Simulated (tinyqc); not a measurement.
# Worked calculation: six-transistor SRAM cell, nodal equations and margins

tinyqc, about 0.2 s, one thread, Intel Xeon 2.30GHz (shared host): `OMP_NUM_THREADS=1 python tinyqc.py 2340147 2340148 out.jsonl` Printed values are rounded.

Two cross-coupled inverters (pull-down bn, pull-up bp) hold the nodes Q and QB; access transistors (ba, threshold VTn, gate on the word line at Vdd when selected) join them to the bit lines. Transistor (EKV form, voltages against the body): I = 2 n b Vt^2 [F(vp - Vs) - F(vp - Vd)] from drain to source, F(v) = ln^2(1 + exp(v/(2 Vt))), vp = (Vg - VT + sg |Vd - Vs|)/n. n-channel bodies are at 0; for the p-channel device all voltages are counted down from Vdd. b in uA/V^2 gives I in uA. For an access transistor the bit line is the drain and the node the source. In a read both bit lines are at Vdd. The cell is symmetric (no mismatch).

Values chosen for this exercise:
```
symbol  value    unit                                  meaning
T         300       K                              temperature
Vdd       0.4       V                           supply voltage
n        1.33                                     slope factor
sg      0.103                   drain-induced barrier lowering
VTn       0.3       V                      n-channel threshold
VTp      0.43       V          p-channel threshold (magnitude)
bn        160  uA/V^2  gain factor of the pull-down transistor
ba         80  uA/V^2     gain factor of the access transistor
bp         81  uA/V^2    gain factor of the pull-up transistor
```

Constants: q = 1.602176634e-19 C, kB = 1.380649e-23 J/K, Vt = kB T/q. Results are converted to the units shown.

## Iteration 1: node voltages in a read by Newton steps

(Q, QB) at the start (V): Q 0.0000000, QB 0.4000000

F1 = In(gate QB, drain Q) - Ip(gate QB, drain Q) - Ia(bit line, Q), F2 the same with Q and QB exchanged; J by central differences with +/- 1e-6 V; solve J d = -F, limit each component to +/- 0.15 V and add.

F1, F2 (uA): -0.6722002  0.0001497

J (uS):
```
          Q      QB
F1  26.2636  0.0001
F2   0.0043  1.0909
```

(Q, QB) after iteration 1 (V): Q 0.0255943, QB 0.3997619

## Iteration 2: node voltages in a read by Newton steps

As before.

F1, F2 (uA): -0.09219656  0.00016142

J (uS):
```
          Q      QB
F1  19.2287  3.5209
F2   0.0123  0.6298
```

(Q, QB) after iteration 2 (V): Q 0.0304533, QB 0.3994110

## Course of the iteration: node voltages in a read by Newton steps

Stop when the largest change of (Q, QB) is below 1e-9 V, or after 30 iterations. The rule counts as met only at the stable state with Q low.

Course of the iteration:
```
iteration       Q (V)  largest |change| of one entry (V)
1          0.02559432                             0.0256
2          0.03045329                            4.86e-3
3          0.03064417                            1.91e-4
4          0.03064456                            3.85e-7
5          0.03064456                           3.50e-12
```

Converged in 5 iterations. At the end the number of correct digits about doubles with each step.

## Read current and disturbance

(Q, QB) (V): Q 0.03064456, QB 0.3993583

Iread = Ia(bit line at Vdd, source Q); cell ratio bn/ba; time to pull a bit line of 20 fF down by 0.1 V at that current.

Iread = 0.3789095 uA
cell ratio = 2
time = 5278.305 ps

The read lifts the low node to 30.6 mV, against a balance point of 166 mV.

## The largest square in the read butterfly

c, point 0 to 6 (V): 0.083  0.14  0.19  0.23  0.28  0.3  0.33

f(x) is the node voltage of one half-cell in a read for input x (In - Ip - Ia = 0). Static noise margin: side of the largest square between the curve (x, f(x)) and its mirror image (f(y), y); with h(c) the root x of f(x) - x = c, it is the maximum over c > 0 of h(c) - h(-c) + c.

```
point    h(c) (V)  h(-c) (V)     side (V)
0       0.1290296  0.2134006  -0.00137102
1       0.1177823  0.2471798   0.01060242
2       0.1118457  0.2770643   0.02478137
3       0.1067376  0.3015031   0.03523446
4      0.09512021  0.3336994   0.04142080
5      0.08623425  0.3474099   0.03882438
6      0.06582766  0.3691325   0.02669512
```

The maximum over c is 41.48 mV, the read margin; with the word line off (no Ia) the same construction gives 109.7 mV.
